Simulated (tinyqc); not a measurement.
Strain, valley repopulation and piezoresistance in a many-valley conduction band: one step, computed by the program tinyqc. Command: `OMP_NUM_THREADS=1 python tinyqc.py 3026601 3026602 out.jsonl valleys walk`. One thread of a shared host (Intel(R) Xeon(R) Processor @ 2.30GHz), about 0.03 s of CPU time with the checks.

Valleys are ellipsoids with mass m_l along the axis a and m_t across it, parabolic, with one constant relaxation time; strain shifts the valleys and leaves the masses alone. Currents are taken along [111], along the load, and along [1-10], across the load.

Question. Populations. Each of the 4 valleys holds n_v = N_v (2/sqrt(pi)) F_1/2((E_F - dE_v)/(k_B T)), N_v = 2 (m_d k_B T/(2 pi hbar^2))^(3/2), m_d = (m_l m_t^2)^(1/3); E_F solves sum n_v = n and is counted from the unstrained edge. F_j(eta) = int_0^infinity x^j/(1 + exp(x - eta)) dx, without a gamma-function factor. It is evaluated after integrating by parts. Integrals over x = E/(k_B T) use 160 Gauss-Legendre points in u = sqrt(x) from 0 to sqrt(max(eta, 0) + 32).

Inputs (values chosen for the exercise, modelled on germanium): longitudinal mass m_l = 1.55 m_0; transverse mass m_t = 0.0821 m_0; electron density n = 9.4e+16 1/cm^3; temperature T = 350 K.

Valley axes: <111> (4 valleys). Load: uniaxial [111].

shifts dE (meV): [111] 12.68136, [-111] -3.36248, [1-11] -3.36248, [11-1] -3.36248

Constants: k_B = 8.617333262e-05 eV/K; m_0 = 9.1093837015e-31 kg; k_B = 1.380649e-23 J/K; hbar = 1.054571817e-34 J s.

Give: Fermi level E_F; share of the electrons.

Answer.

Fermi level E_F = -148.5 meV

share of the electrons: [111] 0.1639, [-111] 0.2787, [1-11] 0.2787, [11-1] 0.2787
